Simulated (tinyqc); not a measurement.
Dopant redistribution at a moving silicon-oxide interface during parabolic oxidation: one step, computed by the program tinyqc.

Uniformly doped silicon is oxidised with x_ox = sqrt(B t); the interface advances into the silicon by alpha x_ox, alpha = 0.44. The dopant does not move in the oxide, and at the interface C(silicon) = m C(oxide).

Question. Interface concentration. With the dopant diffusivity D and s = alpha x_ox/(2 sqrt(D t)), in the silicon C = C_B + (C_s - C_B) erfc(y/(2 sqrt(D t)))/erfc(s), y from the original surface. Dopant balance at the interface gives C_s/C_B = 1/[1 + (1/(m alpha) - 1) g], g = sqrt(pi) s exp(s^2) erfc(s).

Inputs (values chosen for the exercise, modelled on arsenic in silicon under dry oxygen):
```
quantity,value,unit
oxidation activation energy E_B,1.24,eV
segregation coefficient m = C(silicon)/C(oxide),7.7,-
bulk doping C_B,6.4e+17,1/cm^3
temperature T,1150,C
```

s = 0.2539066

Give: g; ratio C_s/C_B; C_s in the silicon; concentration in the oxide.

Answer.

g = 0.34538

ratio C_s/C_B = 1.3218

C_s in the silicon = 8.4593e+17 1/cm^3

concentration in the oxide = 1.0986e+17 1/cm^3

m alpha = 3.388: the oxide rejects dopant, which piles up in the silicon. For a very fast interface the ratio would tend to m alpha. Caution: in this case the oxide is not much thicker than a typical Deal-Grove length A, so real growth is slower than parabolic. Caution: parabolic growth needs an oxide much thicker than the Deal-Grove length A, which fails for thin films and low temperatures; oxidation-enhanced or retarded diffusion is ignored.
